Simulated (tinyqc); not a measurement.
## Long-channel MOSFET, surface-potential model: output curve

n-channel transistor on a uniformly doped p-type body, gradual-channel approximation, constant mobility, Boltzmann statistics, full ionisation. Potentials are counted from the neutral body; V is the electron quasi-Fermi potential, Vsb at the source and Vsb + Vds at the drain. Charges are magnitudes per area.

ni = sqrt(Nc Nv) exp(-Eg/(2 Vt)), Eg in volts; phiF = Vt ln(Na/ni); Cox = eps0 eox/tox; gamma = sqrt(2 q eps0 eps_r Na)/Cox. The surface potential psi at channel potential V solves Vgs + Vsb - Vfb - psi = gamma sqrt(G), G = psi - Vt + Vt exp((psi - 2 phiF - V)/Vt). Charge sheet: Qi = Cox gamma [sqrt(G) - sqrt(psi - Vt)]; I = mu (W/L) [integral of Qi dpsi from psi_0 to psi_L (drift) + Vt (Qi0 - QiL) (diffusion)], with psi_0 at V = Vsb and psi_L at V = Vsb + Vds. Pao-Sah: Qi(V) = (Cox gamma/2) integral from 3 Vt to psi of exp((u - 2 phiF - V)/Vt)/sqrt(G(u, V)) du, and I = mu (W/L) integral of Qi dV from Vsb to Vsb + Vds. Square law: VT = Vfb + 2 phiF + gamma sqrt(2 phiF + Vsb), m = 1 + gamma/(2 sqrt(2 phiF + Vsb)), I = mu Cox (W/L) [(Vgs - VT) v - m v^2/2] with v the smaller of Vds and (Vgs - VT)/m, and zero below VT.

Values chosen for this exercise; material values close to those of silicon:

| symbol | value | unit | meaning |
|---|---|---|---|
| T | 400 | K | temperature |
| Eg | 1.11 | eV | band gap |
| eps_r | 11.9 |  | relative permittivity of the semiconductor |
| Nc | 4.26e19 | cm^-3 | conduction-band density of states at T |
| Nv | 4.1e19 | cm^-3 | valence-band density of states at T |
| Na | 3.9e17 | cm^-3 | acceptor density of the body |
| eox | 8.76 |  | relative permittivity of the gate insulator |
| tox | 8.5 | nm | insulator thickness |
| Vfb | -0.91 | V | flat-band voltage |
| mu | 250 | cm^2/(V s) | channel mobility |
| W | 10 | um | gate width |
| L | 1 | um | gate length |
| Vsb | 0 | V | source-body reverse bias |
| Vgs | 0.53 | V | gate-source voltage |

Constants: q = 1.602176634e-19 C, kB = 1.380649e-23 J/K, Vt = kB T/q, eps0 = 8.8541878128e-14 F/cm where lengths are in cm. Results are converted to the units shown.

Result of one run:
```
Vds (V)	psi_L (V)	QiL (nC/cm^2)	I, charge sheet (uA)	I, Pao-Sah (uA)	I, square law (uA)
0.22	1.030	11.83	38.33	39.88	82.63
```

What becomes of these results when the drain-source voltage Vds is changed from 0.22 to 0.17 V, all else the same?

Result of the changed run:
```
Vds (V)	psi_L (V)	QiL (nC/cm^2)	I, charge sheet (uA)	I, Pao-Sah (uA)	I, square law (uA)
0.17	1.013	30.37	35.84	37.31	75.72
```

The whole series:
```
Vds (V)	psi_L (V)	QiL (nC/cm^2)	I, charge sheet (uA)	I, Pao-Sah (uA)	I, square law (uA)
0.04	0.9329	118.8	13.23	13.81	25.08
0.08	0.9614	87.36	23.29	24.28	45.69
0.13	0.9929	52.68	31.80	33.13	65.16
0.17	1.013	30.37	35.84	37.31	75.72
0.22	1.030	11.83	38.33	39.88	82.63
0.26	1.037	4.529	39.09	40.66	83.47
0.3	1.040	1.540	39.37	40.95	83.47
0.35	1.041	0.3729	39.47	41.05	83.47
0.39	1.041	0.1177	39.49	41.08	83.47
```

The Pao-Sah current rises from 13.8 to 41.1 uA, while the charge at the drain end falls from 119 to 0.118 nC/cm^2. The current first comes within 1 % of its last value at Vds = 0.3 V among the rows listed; the square law saturates at (Vgs - VT)/m = 0.245 V. Over the last two rows psi_L moves by less than 1 mV: the drain has lost hold of the surface potential, so the current no longer grows. In the last row the charge sheet is 3.8 % below Pao-Sah and the square law 2.03 times it.

Program tinyqc, `OMP_NUM_THREADS=1 python tinyqc.py 2360117 2360118 out.jsonl`; Intel Xeon 2.30GHz, shared host, one thread, about 0.05 s.
